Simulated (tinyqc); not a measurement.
Stretching the bonds: Weaire-Thorpe hybrids on a Bethe lattice: gap and dangling bond of an amorphous tetrahedral solid.

Inputs chosen for the exercise (out of a larger set: of the size of tabulated hybrid energies for amorphous silicon; not measured data): V1 = 1.84 eV (coupling of two hybrids on one atom); V2 = 4.34 eV (coupling of the two hybrids of a bond).

V2 is scaled as (d0/d)^2 and V1 stays. Bound 2 V2 - 4 V1; tree V2 - 2 V1 + sqrt(V2^2 + 4 V1^2 - 2 sqrt3 V1 V2); a negative bound means that a network with rings may have no gap.

Against d/d0:

| d/d0 | V2 (eV) | V2/V1 | bound (eV) | tree (eV) |
|---|---|---|---|---|
| 0.96 | 4.709 | 2.559 | 2.058 | 3.417 |
| 1.00 | 4.340 | 2.359 | 1.320 | 2.831 |
| 1.02 | 4.171 | 2.267 | 0.983 | 2.578 |
| 1.04 | 4.013 | 2.181 | 0.665 | 2.349 |
| 1.07 | 3.791 | 2.060 | 0.221 | 2.047 |
| 1.10 | 3.587 | 1.949 | -0.186 | 1.790 |
| 1.15 | 3.282 | 1.784 | -0.797 | 1.444 |

Give the missing row, d/d0 = 0.98.

Computed row:
```
d/d0  V2 (eV)  V2/V1  bound (eV)  tree (eV)
0.98    4.519  2.456       1.678      3.110
```

The bound falls by 174 meV for each per cent of stretch near d0 and vanishes at d/d0 = 1.086, inside the table. Weak, stretched bonds therefore put states closest to the edges, one origin of band tails.

Program tinyqc; command `OMP_NUM_THREADS=1 python tinyqc.py 1481190 1481191 out.jsonl`; about 0.03 s on one thread of a shared Intel(R) Xeon(R) Processor @ 2.30GHz.
